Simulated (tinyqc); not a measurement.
Effective-mass impurity with a central-cell term, in a basis of Slater functions: one step, computed by the program tinyqc. Command: `OMP_NUM_THREADS=1 python tinyqc.py 3026331 3026332 out.jsonl centralcell walk`. One thread of a shared host (Intel(R) Xeon(R) Processor @ 2.30GHz), about 0.01 s of CPU time with the checks.

The envelope obeys H = -nabla^2 - (2/r) [Z + A exp(-kappa r)] in effective units, with kappa = a*/lambda; positive A deepens the well near the core.

Problem. Matrices over the s basis. zeta_i = zeta_1 beta^(i-1), i = 1..n. For s functions exp(-zeta r), with s = zeta_i + zeta_j: S = 2/s^3, T = zeta_i zeta_j S, V = -2 Z/s^2, W = -2 A/(s + kappa)^2; each function is normalised by dividing by sqrt(S_ii S_jj).

Inputs (values chosen for the exercise, with mass and screening modelled on GaAs):
```
quantity                  value  unit
charge Z of the core          1     -
central-cell strength A      13     -
basis size n                  2     -
smallest exponent zeta_1    0.5  1/a*
ratio beta of exponents     2.6     -
```

Impurity: donor, one isotropic band.

kappa = 64.21585 1/a*

Give: exponents; overlap S; kinetic T; Coulomb V; central cell W.

Solution.

exponents (1/a*): 0.5  1.3

overlap S:
```
       1      2
1  1.000  0.719
2  0.719  1.000
```

kinetic T (Ry*):
```
        1       2
1    0.25  0.4673
2  0.4673    1.69
```

Coulomb V (Ry*):
```
        1       2
1      -1  -1.294
2  -1.294    -2.6
```

central cell W (Ry*):
```
           1         2
1  -0.003057  -0.01251
2   -0.01251  -0.05118
```
